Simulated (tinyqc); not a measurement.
Worked calculation: Koster-Slater impurity in a tight-binding band, by Green functions and by supercells. Computed by tinyqc, a small Python program that keeps every step. Command: `OMP_NUM_THREADS=1 python tinyqc.py 3010757 3010758 out.jsonl kosterslater walk`. One thread of a shared host (Intel(R) Xeon(R) Processor @ 2.30GHz), about 0.04 s of CPU time with the checks. Intermediate numbers are printed to about 6 digits and carried at full precision; extremes and crossings named in words are read from the listed rows.

One orbital per site, e(k) = -2 t sum cos(k_i) over 2 direction(s), band from -4 t to 4 t, lattice constant 1. One site has the extra energy U. Spin is left out.

Inputs (values chosen for the exercise, for a model band): hopping t = 1.6 eV; impurity potential U = -9.36 eV; supercell edge N = 3 sites; energy inside the band E = -3.57 eV; broadening eta = 0.24 eV; impurity concentration c = 0.006 per site.

Lattice: square.

Constants: hbar = 6.582119569e-16 eV s.

## The host Green function outside the band

Outside the band G0(E) = (2/(pi E)) K(m), m = 16 t^2/E^2, K the complete elliptic integral with parameter m. A bound state solves 1/U = G0(E). Energies: 0.05, 0.2, 0.5, 1, 2, 4 and 8 t beyond the band edge on the side of U, rounded to four digits.

Scan on the side of U:
```
E (eV)  G0 (1/eV)  1/U - G0 (1/eV)
-6.48   -0.319682         0.212844
-6.72   -0.247490         0.140652
-7.20   -0.197647         0.090809
-8.00   -0.158781         0.051944
-9.60   -0.120007         0.013170
-12.80  -0.083842        -0.022995
-19.20  -0.053628        -0.053209
```

G0 diverges at the band edge, so any U binds a state, exponentially weakly when U is small.

## The bound state

Bisection in ln(distance from the edge) between 1e-5 t and |U| + t. Weight on the impurity site: -1/(U^2 dG0/dE), by a central difference with step min(1e-4 t, distance/30). Decay length along an axis: 1/arccosh(1 + distance/(2 t)).

level E_b = -10.4821 eV

distance from the band edge = 4.08209 eV

weight on the impurity site = 0.874975

decay length = 0.683427 sites

The state is compact: most of it sits on the impurity.

## Green function inside the band

Inside the band G0(z), z = E + i eta, comes from the chain form 1/(sqrt(y - 2t) sqrt(y + 2t)) (principal roots) at y = z + 2 t cos k, averaged over k in (0, pi) with 200 Gauss-Legendre points.

G0(E + i eta) = -0.165085-0.202140i 1/eV

## Scattering

T = U/(1 - U G0); phase shift delta = -arg(1 - U G0) in (-pi, pi]; host density of states -Im G0/pi; on the impurity -Im[G0/(1 - U G0)]/pi; lifetime of a band state hbar/(-2 c Im T).

T matrix = 1.31622-4.56779i eV

phase shift delta = 1.85135 rad

host density of states = 0.0643433 1/eV

density of states on the impurity = 0.0165960 1/eV

scattering lifetime = 12.0082 fs

The Born approximation would take Im T = U^2 Im G0 = -17.7 eV, 3.88 times the full value.

## The supercell Hamiltonian at Gamma

H_ij = -t for each bond from i to j, images included (two bonds add when N = 2); H_11 = U; sites are numbered with the last coordinate running fastest. Diagonalise.

H (eV):
```
[[-9.36, -1.60, -1.60, -1.60, 0.00, 0.00, -1.60, 0.00, 0.00],
 [-1.60, 0.00, -1.60, 0.00, -1.60, 0.00, 0.00, -1.60, 0.00],
 [-1.60, -1.60, 0.00, 0.00, 0.00, -1.60, 0.00, 0.00, -1.60],
 [-1.60, 0.00, 0.00, 0.00, -1.60, -1.60, -1.60, 0.00, 0.00],
 [0.00, -1.60, 0.00, -1.60, 0.00, -1.60, 0.00, -1.60, 0.00],
 [0.00, 0.00, -1.60, -1.60, -1.60, 0.00, 0.00, 0.00, -1.60],
 [-1.60, 0.00, 0.00, -1.60, 0.00, 0.00, 0.00, -1.60, -1.60],
 [0.00, -1.60, 0.00, 0.00, -1.60, 0.00, -1.60, 0.00, -1.60],
 [0.00, 0.00, -1.60, 0.00, 0.00, -1.60, -1.60, -1.60, 0.00]]
```

levels (eV): [-10.6866, -4.9873, -1.6000, -1.6000, -1.6000, 1.5140, 3.2000, 3.2000, 3.2000]

## The level in the supercell

In a periodic cell of N sites along each direction with Bloch vector K, the level solves 1/U = N^-d sum_k 1/(E - e(k)), k_i = (2 pi m_i + K_i)/N, m_i = 0..N-1; the outermost root on the side of U is taken (bisection). d is the number of directions. Gamma means K_i = 0, the zone corner K_i = pi, the quarter point K_i = pi/2. The error is measured against the isolated level E_b.

level at Gamma = -10.6866 eV

level at the corner = -10.2808 eV

level at the quarter point = -10.4804 eV

error at Gamma = -0.204529 eV

width between Gamma and the corner = 0.405856 eV

Images turn the level into a band 0.406 eV wide; the quarter point misses the isolated level by 0.0017 eV, far less than Gamma, because the leading hopping between images averages out there.

## Convergence with cell size

Even N; errors against the isolated level E_b, set to 0 below 1e-6 t.

Error of the level (eV):
```
N   sites         Gamma       corner  quarter point
2       4  -9.91680e-01  1.12209e+00    3.98286e-02
4      16  -4.14552e-02  3.98286e-02    7.97900e-05
6      36  -1.76239e-03  1.73092e-03              0
8      64  -8.02025e-05  7.97900e-05              0
12    144             0            0              0
16    256             0            0              0
```

The error at Gamma falls exponentially, between the last two resolved rows by exp(-1.545) per site against 1/(decay length) = 1.463; the rest is the power-law prefactor of the Green function. Gamma and the corner err in opposite directions. Among the sizes listed an error below 1 meV is first reached at N = 8 at Gamma; at the quarter point N = 4 is enough.

## Phase shift across the band

delta/pi = -arg(1 - U G0)/pi counts the states added below E (Friedel); host DOS = -Im G0/pi, DOS on the impurity = -Im[G0/(1 - U G0)]/pi; 13 evenly spaced energies from -(band edge + |U| + 2t) to +(band edge + |U| + 2t).

Across the spectrum:
```
E (eV)  Re G0 (1/eV)  host DOS (1/eV)  DOS on the impurity (1/eV)  delta/pi
-18.96     -0.054339         0.000233                   0.0009640  0.004434
-15.80     -0.066139         0.000350                   0.0024133  0.008609
-12.64     -0.085033         0.000599                   0.0142785  0.027412
-9.48      -0.121925         0.001362                   0.0632066  0.912041
-6.32      -0.263577         0.031434                   0.0104547  0.821040
-3.16      -0.160458         0.067918                   0.0160164  0.578368
0.00        0.000000         0.147816                   0.0074307  0.428020
3.16        0.160458         0.067918                   0.0066274  0.214439
6.32        0.263577         0.031434                   0.0024415  0.082933
9.48        0.121925         0.001362                   0.0002970  0.005953
12.64       0.085033         0.000599                   0.0001858  0.003123
15.80       0.066139         0.000350                   0.0001337  0.002026
18.96       0.054339         0.000233                   0.0001023  0.001444
```

delta/pi starts and ends near zero (+0.004 and +0.001): the impurity moves states but creates none. delta/pi rises at the bound state below the band (-10.482 eV), reaches 0.91 among these rows (1 in the limit of small eta, just above the level) and is paid back by the top of the band.

Checks made by the program: G0 at the level by a direct sum over directions (relative difference below 1e-10); diagonalisation against the k sum (relative difference below 1e-10).
